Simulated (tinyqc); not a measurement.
The solidus: solid solubility of a dopant against its melt (retrograde solidus), clustering and the electrically active fraction. Computed by tinyqc, a small Python program. Command: `OMP_NUM_THREADS=1 python tinyqc.py 3018928 3018929 out.jsonl retro walk`. One thread of a shared host (Intel(R) Xeon(R) Processor @ 2.30GHz), about 0.01 s of CPU time with the checks.

Inputs (values chosen for the exercise, for a model dopant):
```
quantity                                   value    unit
melting point of the host T_m               1687       K
heat of melting of the host H_f             50.2  kJ/mol
interaction L of the melt                     12  kJ/mol
enthalpy of transfer from melt to solid H  0.892      eV
entropy of transfer S                      -2.11     k_B
site density N0                            5e+22  1/cm^3
```

Constants: R = 8.314462618 J/(mol K); k_B = 8.617333262e-05 eV/K; e = 1.602176634e-19 C; N_A = 6.02214076e+23 1/mol.

Method. x_l and x_s are atom fractions of the dopant in melt and solid; the solid is dilute. Liquidus of the host: R T ln(1 - x_l) + L x_l^2 = -H_f (1 - T/T_m). Distribution: k = x_s/x_l = exp[L (1 - x_l)^2/(R T)] exp(S/k_B - H/(k_B T)), the first factor being the activity coefficient in the melt. Solubility = x_s N0; at T_m x_l = 0. The largest x_s N0 between 900 K and T_m. For an ideal melt with constant heats the maximum has x_l = H_f/(H + H_f), H in the same units.

largest solubility = 3.97268e+18 1/cm^3

temperature of the maximum = 1536.40 K

Against temperature:
```
T (K)      x_l           k  solubility (1/cm^3)  over the maximum
1000   0.97852  3.8766e-06           1.8966e+17           0.04774
1100   0.95527  9.9535e-06           4.7542e+17           0.11967
1200   0.91440  2.1940e-05           1.0031e+18           0.25250
1300   0.84364  4.3387e-05           1.8302e+18           0.46069
1400   0.71766  8.0960e-05           2.9051e+18           0.73126
1500   0.49377  1.5622e-04           3.8568e+18           0.97084
1580   0.26344  2.8420e-04           3.7435e+18           0.94230
1640   0.10644  4.4428e-04           2.3644e+18           0.59516
1675   0.02588  5.6867e-04           7.3576e+17           0.18521
```

What follows from these numbers?

Between the first rows the Arrhenius energy of the solubility is 0.87 eV, against H = 0.892 eV; it shrinks to zero at 1536 K and turns negative beyond. A crystal saturated at the maximum precipitates dopant-rich liquid on cooling and on heating alike. Below a eutectic or compound temperature another phase would set the limit.

Extremes, crossings and ranges named in words are read from the listed rows.
